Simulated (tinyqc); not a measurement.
# A finite superlattice with mass mismatch, transfer matrices: transmission against energy

One electron of energy E comes from the left lead (band edge 0); no transverse momentum. Parabolic bands, masses in units of m0, C = hbar^2/(2 m0); psi and psi'/m are continuous at every interface. N periods of a barrier d1 followed by a well Lw; the right lead equals the left one.

For the pair (psi, psi'/m) a flat layer has M = [[cos kd, (m/k) sin kd], [-(k/m) sin kd, cos kd]] with k = sqrt(m (E - U)/C) above its edge U, and M = [[cosh Kd, (m/K) sinh Kd], [(K/m) sinh Kd, cosh Kd]] with K = sqrt(m (U - E)/C) below it. The matrices are multiplied with later layers to the left. With M acting on (psi, psi'/m) and v = k/m in each lead, T(E) = 4 vL vR/[(vL vR M12 - M21)^2 + (vR M11 + vL M22)^2]. The last column is exp(-2 sum K d) over the layers with U > E.

Values chosen for this exercise; masses and offsets close to those of InGaAs wells and AlAs barriers: mass in the left lead mL = 0.041 m0; barrier height U1 = 1.2 eV; barrier mass m1 = 0.15 m0; barrier width d1 = 0.8 nm; well width (edge 0, mass mL) Lw = 2.7 nm; number of periods N = 7.

Constants: q = 1.602176634e-19 C, hbar = 1.054571817e-34 J s, m0 = 9.1093837015e-31 kg, hbar^2/(2 m0) = 0.0380998212 eV nm^2. Results are converted to the units shown.

Transmission against energy:

| E (eV) | T(E) | exp(-2 sum K d) |
|---|---|---|
| 0.096 | 8.379e-11 | 7.231e-11 |
| 0.284 | 0.1924 | 5.793e-10 |
| 0.471 | 2.560e-6 | 5.749e-9 |
| 0.659 | 2.469e-8 | 7.965e-8 |
| 0.847 | 3.325e-8 | 1.844e-6 |
| 1.034 | 7.399e-7 | 1.169e-4 |
| 1.222 | 0.001995 | 1.000 |
| 1.409 | 0.2484 | 1.000 |
| 1.597 | 0.7624 | 1.000 |
| 1.785 | 0.5558 | 1.000 |
| 1.972 | 0.002117 | 1.000 |
| 2.16 | 3.270e-5 | 1.000 |

What does the comparison show?

T(E) runs from 8.38e-11 at 0.096 eV to 3.27e-5 at 2.16 eV; among the rows its largest value is 0.762 at 1.597 eV. Below the barriers it exceeds exp(-2 sum K d) by up to a factor of 3.32e8 (at 0.284 eV), which marks a resonance or miniband close to that energy.

Range of the model: Masses are held fixed, although real bands cease to be parabolic a few tenths of an eV from their edges (inside a barrier too).

Computed by the program tinyqc: `OMP_NUM_THREADS=1 python tinyqc.py 2560047 2560048 out.jsonl`, one thread of a shared Intel Xeon 2.30GHz, about 0.01 s for the whole run.
